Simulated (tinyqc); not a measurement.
Inside a calculation. Method: tight binding, dimerised chain. One step of it, computed by the program tinyqc.

Problem. Bloch Hamiltonian at X. H_AA = +delta, H_BB = -delta, H_AB = -t1 - t2 exp(-i k a).

Parameters chosen for this model:
```
parameter     value                      unit
t1         1.020000       eV, inside the cell
t2         1.910000         eV, between cells
delta      0.470000  eV, +/- on the two sites
```

k point X (2 pi / a): [0.500000]

Give: H(k) at X.

Solution.

H(k) at X (eV), order A, B:
```
[[0.4700, 0.8900],
 [0.8900, -0.4700]]
```
